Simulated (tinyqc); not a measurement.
# Inputs raised by 5 %, one at a time

Model: time-dependent dielectric breakdown: cell percolation, Weibull statistics, area scaling and voltage extrapolation. Computed by tinyqc, a small Python program. Command: `OMP_NUM_THREADS=1 python tinyqc.py 3004077 3004078 out.jsonl tddb sens`. One thread of a shared host (Intel(R) Xeon(R) Processor @ 2.30GHz), about 0.01 s of CPU time with the checks.

The oxide is divided into columns of area a^2, each holding m = t_ox/a cells (m is taken as continuous). A share lambda(t) = (t/t_1)^alpha of the cells is defective, and a column whose cells are all defective breaks down.

Inputs (values chosen for the exercise, for a model gate oxide):
```
quantity                                                   value  unit
oxide thickness t_ox                                         2.5    nm
defect cell size a                                           1.4    nm
exponent alpha of defect growth                              0.9     -
time t_1 at which the occupied share would reach 1       1.9e+07     s
test area A                                                  300  um^2
product area A_u                                          300000  um^2
stress voltage V                                            3.42     V
use voltage V_u                                              1.6     V
local exponent n = -d ln t/d ln V at the stress voltage       37     -
activation energy E_a                                       0.41    eV
stress temperature T                                         105     C
use temperature T_u                                           85     C
allowed failure fraction F                                 1e-05     -
```

Voltage law used: 1/E.

Constants: k_B = 8.617333262e-05 eV/K.

Method:
- Failure fraction F = 1 - (1 - lambda^m)^N with N = A/a^2 columns, which for small lambda^m is 1 - exp(-(t/t63)^beta) with beta = alpha m and t63 = t_1 N^(-1/beta); critical share lambda(t63) = N^(-1/m). 1 um^2 = 1e6 nm^2.
- All three voltage laws share the slope n at the stress voltage. Factor t(V_u)/t(V): E law exp(n (1 - V_u/V)); 1/E law exp(n (V/V_u - 1)); power law (V/V_u)^n.
- Temperatures in kelvin are T(C) + 273.15.
- Temperature factor exp[(E_a/k_B)(1/T_u - 1/T)]; area factor (A/A_u)^(1/beta); percentile factor (-ln(1 - F))^(1/beta); life = t63 x all four; 1 year = 3.15576e7 s.

Runs:
```
input moved                                                 from        to  Weibull slope beta  projected life (years)  critical share of defective cells  area factor
base run                                                       -         -               1.607               1.961e+08                          2.609e-05      0.01359
oxide thickness t_ox (nm)                                    2.5     2.625               1.688               5.917e+08                          4.313e-05      0.01668
defect cell size a (nm)                                      1.4      1.47               1.531               6.557e+07                          1.630e-05      0.01096
time t_1 at which the occupied share would reach 1 (s)  19000000  19950000               1.607               2.060e+08                          2.609e-05      0.01359
test area A (um^2)                                           300       315               1.607               1.961e+08                          2.539e-05      0.01401
use voltage V_u (V)                                          1.6      1.68               1.607               4.539e+06                          2.609e-05      0.01359
activation energy E_a (eV)                                  0.41    0.4305               1.607               2.032e+08                          2.609e-05      0.01359
allowed failure fraction F                                 1e-05  1.05e-05               1.607               2.022e+08                          2.609e-05      0.01359
```

Exponents ln(y'/y) / ln(x'/x):
```
input                                               Weibull slope beta  projected life  critical share of defective cells  area factor
oxide thickness t_ox                                                 1          22.632                             10.301        4.195
defect cell size a                                                  -1         -22.457                             -9.640       -4.405
time t_1 at which the occupied share would reach 1                   0           1.000                              0.000        0.000
test area A                                                          0           0.000                             -0.560        0.622
use voltage V_u                                                      0         -77.189                              0.000        0.000
activation energy E_a                                                0           0.720                              0.000        0.000
allowed failure fraction F                                           0           0.622                              0.000        0.000
```

Among the inputs moved here: Weibull slope beta answers most in size to oxide thickness t_ox (exponent +1.000), and about equally to defect cell size a (-1.000); its exponent is below 0.0005 for time t_1 at which the occupied share would reach 1, test area A, use voltage V_u, activation energy E_a, allowed failure fraction F. Its exponent +1.000 in oxide thickness t_ox: beta = alpha t_ox/a. Its exponent -1.000 in defect cell size a: beta = alpha t_ox/a. Projected life answers most in size to use voltage V_u (exponent -77.189), next to oxide thickness t_ox (+22.632); its exponent is below 0.0005 for test area A. Its exponent +1.000 in time t_1 at which the occupied share would reach 1: t_1 sets the clock. Its exponent 0.000 in test area A: the test area cancels when the slope is known exactly. Critical share of defective cells answers most in size to oxide thickness t_ox (exponent +10.301), next to defect cell size a (-9.640); its exponent is below 0.0005 for time t_1 at which the occupied share would reach 1, use voltage V_u, activation energy E_a, allowed failure fraction F. area factor answers most in size to defect cell size a (exponent -4.405), next to oxide thickness t_ox (+4.195); its exponent is below 0.0005 for time t_1 at which the occupied share would reach 1, use voltage V_u, activation energy E_a, allowed failure fraction F.

Caution (all rows): t_1 is an input here; in a real oxide it changes with thickness at fixed voltage. Caution (all rows): a voltage factor of more than nine decades rests wholly on the chosen law and cannot be tested.
